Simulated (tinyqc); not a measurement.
Minority carriers and saturation current of a heavily doped emitter: effect of temperature on the narrowing factor.

n-type, parabolic bands, full ionisation. eta = (EF - Ec)/kB T solves N = Nc F12(eta), F12(x) = (2/sqrt(pi)) int_0^infinity sqrt(u)/(1 + exp(u - x)) du. The gap shrinks rigidly by dEg = a3 y^(1/3) + a4 y^(1/4) + a2 y^(1/2), y = N/1e18 cm^-3, an empirical law that is here taken as the true narrowing.

Nc is given at 250 K and scales as T^1.5; dEg is held. The factor nie^2/ni^2 = exp(dEg/kB T) g, g = F12(eta) exp(-eta), divides the current gain of a transistor with this emitter.

Parameters, values chosen for the exercise; band and dielectric values close to those of silicon:

| symbol | value | unit | meaning |
|---|---|---|---|
| Nc | 2.13e19 | cm^-3 | conduction-band density of states at 250 K |
| N | 8.9e19 | cm^-3 | ionised donor density |
| a3 | 8.2 | meV | coefficient of (N/1e18)^(1/3) |
| a4 | 11.3 | meV | coefficient of (N/1e18)^(1/4) |
| a2 | 3.2 | meV | coefficient of (N/1e18)^(1/2) |

Constants: q = 1.602176634e-19 C, kB = 1.380649e-23 J/K, Vt = kB T/q. Results are converted to the units shown.

Result of one run:
```
T (K),eta,g,nie^2/ni^2,its logarithm
200,3.685,0.1465,52.93,3.969
```

What becomes of these results when the temperature T is changed from 200 to 400 K, all else the same?

Result of the changed run:
```
T (K),eta,g,nie^2/ni^2,its logarithm
400,1.435,0.4916,9.345,2.235
```

The whole series:
```
T (K),eta,g,nie^2/ni^2,its logarithm
150,5.059,0.05711,147.0,4.990
200,3.685,0.1465,52.93,3.969
250,2.830,0.2465,27.42,3.311
300,2.235,0.3402,17.26,2.848
350,1.788,0.4221,12.22,2.503
400,1.435,0.4916,9.345,2.235
450,1.146,0.5501,7.538,2.020
```

The factor falls from 147 to 7.54. Its slope against q/kB T is 52.8 meV between the first two rows and 66.6 meV between the last two, against dEg = 102 meV: degeneracy takes back part of the narrowing. The factor grows on cooling, so the current gain of such a transistor falls.

Range of the model: Band tails, non-parabolic bands and incomplete ionisation are left out.

Numbers from tinyqc (`OMP_NUM_THREADS=1 python tinyqc.py 2330139 2330140 out.jsonl`; about 0.01 s on one thread of a shared Intel Xeon 2.30GHz).
